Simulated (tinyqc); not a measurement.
Worked calculation: lattice vibrations of a chain. One step of it, computed by the program tinyqc.

Problem. Dynamical matrix at q = 0.3. q is in units of 2 pi/a. A spring k from atom i to atom j, n cells on, adds k to Phi_ii and Phi_jj, -k exp(2 pi i q n) to Phi_ij and the conjugate to Phi_ji (for one atom a cell: 2k (1 - cos 2 pi q n)); D_ij = Phi_ij / sqrt(m_i m_j).

A chain moving along its axis:
```
atom   mass (u)  spring to the next atom (eV/angstrom^2)
1     92.600000                                27.000000
2     19.400000                                11.000000
3     73.800000                                 6.400000
```

Give: D(q).

Solution.

D(q) (eV/(angstrom^2 u)):
```
                1        2               3
1          0.3607  -0.6370  0.0239+0.0736i
2         -0.6370   1.9588         -0.2907
3  0.0239-0.0736i  -0.2907          0.2358
```
